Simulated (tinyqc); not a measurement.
Exciton in an atomically thin sheet (Rytova-Keldysh potential): sweeps and comparisons. A value that a table varies takes the place of the one given here.

Relative motion in the plane with V(k) = -2 pi q/(k (kap + r0 k)), q = e^2/(4 pi eps0), c = hbar^2/2m0. Normalised Gaussians exp(-a_i r^2): with A = a_i + a_j, S_ij = 2 sqrt(a_i a_j)/A, T_ij = (4c/mu)(a_i a_j/A) S_ij, V_ij = -q S_ij times the integral over k from 0 to infinity of exp(-k^2/4A)/(kap + r0 k).

Converged values use 20 Gaussians with exponents 2^i/b^2, i = -11 to 8, b the larger of a0 kap/(2 mu) and sqrt(a0 r0/mu), a0 = 0.5291772 angstrom; p states use r exp(i theta) exp(-a r^2).

Constants: hbar^2/2m0 = 3.80998211 eV angstrom^2; e^2/(4 pi eps0) = 14.39964547 eV angstrom; Ry = 13.60569312 eV.

Parameters, chosen for this exercise (near those of a MoTe2 monolayer; shifted at random, so the results belong to these values and not to a real crystal): r0 = 77 angstrom (screening length of the sheet); kaps = (1, 2, 3, 4, 6, 9, 15) (surroundings); me = 0.582 m0 (electron mass); mh = 0.681 m0 (hole mass); kap = 2.45 (mean dielectric constant of the surroundings); Eg = 1.415 eV (gap, in these surroundings).

## Dielectric surroundings

mu = 0.313810 m0

Converged 1s and 2s bindings; the hydrogen value is 4 Ry mu/kap^2.

Bindings (meV):

| kap | 1s | 2s | 2s line - 1s line | hydrogen 1s | 1s/2s |
|---|---|---|---|---|---|
| 1.00 | 367.5 | 192.7 | 174.8 | 17078 | 1.91 |
| 2.00 | 257.3 | 109.3 | 148.0 | 4270 | 2.35 |
| 3.00 | 199.1 | 72.0 | 127.2 | 1898 | 2.77 |
| 4.00 | 161.5 | 51.2 | 110.4 | 1067 | 3.16 |
| 6.00 | 114.9 | 29.6 | 85.2 | 474 | 3.88 |
| 9.00 | 76.7 | 16.0 | 60.7 | 211 | 4.79 |
| 15.0 | 41.5 | 6.8 | 34.7 | 76 | 6.09 |

What does this show, and why?

The 1s binding falls by a factor 8.9 where the hydrogen model gives 225; the local exponent d ln E/d ln kap moves from -0.51 to -1.20, towards -2. The ratio 1s/2s climbs from 1.9 to 6.1, towards the hydrogen value 9, as r0/kap shrinks from 77.0 to 5.1 angstrom.

## What each parameter does

1/mu = 1/me + 1/mh; converged values. Eg is held fixed when kap or r0 changes: the shrinking of the gap by stronger screening, which offsets most of the shift of the 1s line, is left out. Each row changes one parameter from the base and keeps the others.

Results:

| case | 1s binding (meV) | 2s - 1s (meV) | 2s - 2p (meV) | 1s line (eV) |
|---|---|---|---|---|
| base | 227.5 | 138.0 | 23.4 | 1.187 |
| me = 0.698 m0 | 234.3 | 140.4 | 24.2 | 1.181 |
| mh = 0.545 m0 | 219.7 | 135.2 | 22.5 | 1.195 |
| kap = 3.92 | 164.1 | 111.6 | 15.5 | 1.251 |
| r0 = 61.6 angstrom | 264.6 | 165.2 | 27.0 | 1.150 |
| Eg = 1.49 eV | 227.5 | 138.0 | 23.4 | 1.262 |

How do the results move?

The largest shifts from the base row, up to three for each result and ties (the steps differ in size, so this ranks the rows, not the parameters). 1s binding (meV): kap -63.4, r0 +37.1, mh -7.8; unchanged at the printed digits by Eg. 2s - 1s (meV): r0 +27.1, kap -26.5, mh -2.8; unchanged at the printed digits by Eg. 2s - 2p (meV): kap -7.9, r0 +3.5, mh -0.9; unchanged at the printed digits by Eg. 1s line (eV): Eg +0.075, kap +0.063, r0 -0.037.

Program tinyqc; command `OMP_NUM_THREADS=1 python tinyqc.py 1250435 1250436 out.jsonl`; about 0.01 s on one thread of a shared Intel(R) Xeon(R) Processor @ 2.30GHz.
